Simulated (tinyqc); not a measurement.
Finite square well with mass mismatch (envelope functions): one step. How many levels are bound. Three cases, with inputs chosen for the exercise.

Task: At E = V0 the arctangent equals pi/2, so level n is bound if k0 L > (n - 1) pi with k0 = sqrt(mw V0/c). Compare with the infinitely deep well, E1(hard) = c (pi/L)^2/mw.

A square well of width L and depth V0, mass mw inside and mb outside, energies from the bottom of the well, c = hbar^2/2m0. k = sqrt(mw E/c), kappa = sqrt(mb (V0 - E)/c). psi and psi'/m are continuous at the walls (BenDaniel-Duke), so level n solves k L + 2 atan[(k/mw)/(kappa/mb)] = n pi.

Constants: hbar^2/2m0 = 3.80998211 eV angstrom^2.

Give: k0; k0 L/pi; number of bound levels; E1(hard).

Case 1.

Values chosen (near those of a non-polar GaN well in AlGaN; shifted at random, so the results belong to these values and not to a real crystal): L = 45 angstrom (well width); V0 = 0.69 eV (barrier height); mw = 0.203 m0 (mass in the well); mb = 0.255 m0 (mass in the barrier).

Result:

k0 = 0.19174 1/angstrom
k0 L/pi = 2.7465
number of bound levels = 3
E1(hard) = 0.0915 eV

The count does not depend on mb. One more level binds at L = 49.2 angstrom.

Case 2.

Values chosen (near those of a GaAs well in AlGaAs; shifted at random, so the results belong to these values and not to a real crystal): L = 84 angstrom (well width); V0 = 0.227 eV (barrier height); mw = 0.0657 m0 (mass in the well); mb = 0.0902 m0 (mass in the barrier).

Result:

k0 = 0.06257 1/angstrom
k0 L/pi = 1.6729
number of bound levels = 2
E1(hard) = 0.0811 eV

The count does not depend on mb. One more level binds at L = 100.4 angstrom.

Case 3.

Values chosen (near those of a non-polar GaN well in AlN; shifted at random, so the results belong to these values and not to a real crystal): L = 29 angstrom (well width); V0 = 1.946 eV (barrier height); mw = 0.197 m0 (mass in the well); mb = 0.329 m0 (mass in the barrier).

Result:

k0 = 0.31721 1/angstrom
k0 L/pi = 2.9281
number of bound levels = 3
E1(hard) = 0.2270 eV

The count does not depend on mb. One more level binds at L = 29.7 angstrom.

Computed by tinyqc, one run a case: `OMP_NUM_THREADS=1 python tinyqc.py N N+1 out.jsonl` with N = 1251675, 1251825, 1252028; one thread of a shared Intel(R) Xeon(R) Processor @ 2.30GHz, about 0.01 s a run at most.
